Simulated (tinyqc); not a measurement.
Changing the pump speed S: gas flow in a process chamber: flow regimes, conductance, effective pumping speed, pump-down, outgassing and purge. Computed by tinyqc, a small Python program. Command: `OMP_NUM_THREADS=1 python tinyqc.py 3120653 3120654 out.jsonl pump sweep`. One thread of a shared host (Intel(R) Xeon(R) Processor @ 2.30GHz), about 0.01 s of CPU time with the checks.

Ideal gas, isothermal flow, a pump of constant speed at the end of a round pipe; process gas, volume gas and outgassing are given the same properties. 1 sccm = 101325 Pa x 1e-6 m^3/60 s x T/273.15 K.

Inputs (values chosen for the exercise, modelled on oxygen near room temperature):
```
quantity                     value            unit
molar mass M                    32           g/mol
molecular diameter            0.36              nm
viscosity eta                 20.6   micropascal s
temperature T                  350               K
chamber volume V               6.9               L
wall area                      0.9             m^2
pipe diameter d                  4              cm
pipe length l                  190              cm
process gas flow              1100            sccm
outgassing rate after 1 h  8.5e-07  Pa m^3/(s m^2)
outgassing exponent n          0.8               -
target base pressure        0.0005              Pa
```

Constants: k_B = 1.380649e-23 J/K; u = 1.6605390666e-27 kg.

Method:
- Mean speed c = sqrt(8 k_B T/(pi m)); aperture conductance C_a = c pi d^2/16; molecular pipe C_m = C_a/(1 + 3 l/(4 d)) (Dushman form); viscous pipe C_v = pi d^4 p_mean/(128 eta l); Knudsen interpolation C = C_v + C_m (1 + x)/(1 + 1.24 x), x = d p_mean sqrt(m/(k_B T))/eta.
- Effective speed 1/S_eff = 1/S + 1/C_m; time constant V/S_eff; pressure at which the free path k_B T/(sqrt2 pi d_m^2 p) equals d.
- Steady flow: the pump inlet is at p_2 = Q/S, and the chamber pressure p_1 solves Q = C((p_1 + p_2)/2) (p_1 - p_2). Residence time = p_1 V/Q.
- Knudsen number = free path at the mean pressure over d.
- From the outgassing limit: t = 1 h x (q_1 A/(S_eff p_target))^(1/n) - 10 s; monolayer time at the target = 1e19 m^-2 x 4 k_B T/(p c) for unit sticking.

One run for each value:
```
pump speed S (L/s)  S_eff in molecular flow (L/s)  chamber pressure p_1 (Pa)  time to the target (h)
5                                          2.2611                     479.14                 0.61093
13                                         3.1330                     190.94                 0.40546
36                                         3.7032                      85.19                 0.32846
97                                         3.9593                      58.54                 0.30190
260                                        4.0633                      53.53                 0.29218
690                                        4.1033                      52.66                 0.28860
1900                                       4.1188                      52.48                 0.28722
5000                                       4.1244                      52.44                 0.28673
```

Over the rows, S_eff in molecular flow (L/s) rises from 2.26 to 4.12 (exponent d ln y / d ln x 0.34 between the first rows and 0.0014 between the last); chamber pressure p_1 (Pa) falls from 479 to 52.4 (exponent d ln y / d ln x -0.96 between the first rows and -8.3e-4 between the last); time to the target (h) falls from 0.611 to 0.287 (exponent d ln y / d ln x -0.43 between the first rows and -0.0018 between the last). At the high end the exponent of S_eff in molecular flow is 0.00, close to 0: the pipe limits.

Caution (rows 260, 690, 1900, 5000): S over the pipe area exceeds 0.3 of the mean molecular speed: the pipe end cannot pass this speed without choking, so p_2 = Q/S and the conductance formulas are only formal.
